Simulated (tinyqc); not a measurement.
Peak gain against injection: optical gain and spontaneous emission in a bulk direct-gap semiconductor.

Parabolic bands, vertical transitions, no excitons. For each hole band j: mr = me mj/(me + mj); joint density of states J_j(E) = (mr/c)^(3/2) sqrt(E - Eg)/(2 pi^2), both spins, c = hbar^2/2m0; averaged matrix element |e.p|^2 = m0 Ep/6; alpha_j(E) = 4 pi^2 alpha_f c Ep J_j/(3 nr E) in 1/angstrom (alpha_f the fine-structure constant, listed as alpha among the constants), times 1e8 for 1/cm.

F_j(eta) = (1/Gamma(j + 1)) integral_0^infinity x^j dx/(1 + exp(x - eta)), which tends to exp(eta) for eta << 0.

Quasi-Fermi levels: n = Nc F_1/2(Fc/kT) and p = Nv F_1/2(Fv/kT), Fc counted up from the conduction edge and Fv down from the valence edge; Nc, Nv from N = 2 (m kB T/(4 pi c))^(3/2) with c = hbar^2/2m0, in 1/angstrom^3; times 1e24 for 1/cm^3, with me and (mhh^(3/2) + mlh^(3/2))^(2/3).

For band j the electron sits at Ee = (E - Eg) mr/me above its edge and the hole at Eh = (E - Eg) mr/mj; fe = 1/(1 + exp((Ee - Fc)/kT)), fh = 1/(1 + exp((Eh - Fv)/kT)); gain g = sum_j alpha_j (fe + fh - 1).

Spontaneous rate: R = integral of (nr E/(hbar c))^2/(pi^2 hbar) sum_j alpha_j fe fh dE, with alpha in 1/cm and (nr E/(hbar c))^2 in 1/cm^2 (1e16 per 1/angstrom^2); B = R/(n p); lifetime n/R.

Constants: hbar^2/2m0 = 3.80998211 eV angstrom^2; fine-structure constant alpha = 0.007297352564; kB = 8.617333262e-05 eV/K; hbar = 6.58211957e-16 eV s; hbar c = 1973.269805 eV angstrom.

Inputs chosen for the exercise (near those of GaAs; not measured data):
- Eg = 1.448 eV (direct gap)
- me = 0.0681 m0 (electron mass)
- mhh = 0.487 m0 (heavy-hole mass)
- mlh = 0.0818 m0 (light-hole mass)
- Ep = 25.7 eV (Kane energy)
- nr = 3.59 (refractive index)
- T = 250 K

The peak is the largest g over E; a dash marks no gain.

Gain:

| n (1/cm^3) | Fc (eV) | Fv (eV) | peak gain (1/cm) | peak E - Eg (eV) | B (cm^3/s) |
|---|---|---|---|---|---|
| 4.7e+17 | 0.0174 | -0.0575 | - | - | 3.10e-10 |
| 7.5e+17 | 0.0334 | -0.0471 | - | - | 2.91e-10 |
| 1.3e+18 | 0.0567 | -0.0346 | 162 | 0.0080 | 2.60e-10 |
| 1.7e+18 | 0.0706 | -0.0284 | 407 | 0.0161 | 2.43e-10 |
| 2.2e+18 | 0.0859 | -0.0223 | 713 | 0.0254 | 2.24e-10 |
| 2.8e+18 | 0.1025 | -0.0165 | 1055 | 0.0354 | 2.06e-10 |
| 3.7e+18 | 0.1250 | -0.0095 | 1510 | 0.0484 | 1.85e-10 |

Give the missing row, n (1/cm^3) = 1.1e+18.

Computed row:
```
n (1/cm^3)  Fc (eV)  Fv (eV)  peak gain (1/cm)  peak E - Eg (eV)  B (cm^3/s)
1.1e+18      0.0490  -0.0385                55            0.0037    2.70e-10
```

transparency density (Fc + Fv = 0) = 9.36e+17 1/cm^3

Gain starts at 9.36e+17 1/cm^3, where Fc = -Fv = 0.0421 eV: with Nv/Nc = 20 the electrons must be degenerate before the holes are. The slope of peak gain against n is 5.36e-16 cm^2 between the first two rows with gain and 5.06e-16 between the last two; the peak moves from 0.0037 to 0.0484 eV above the gap as the bands fill, and B falls by a factor 1.68. Line broadening and gap shrinkage are left out.

tinyqc: `OMP_NUM_THREADS=1 python tinyqc.py 1680622 1680623 out.jsonl`; about 0.08 s, one thread, shared Intel(R) Xeon(R) Processor @ 2.30GHz.
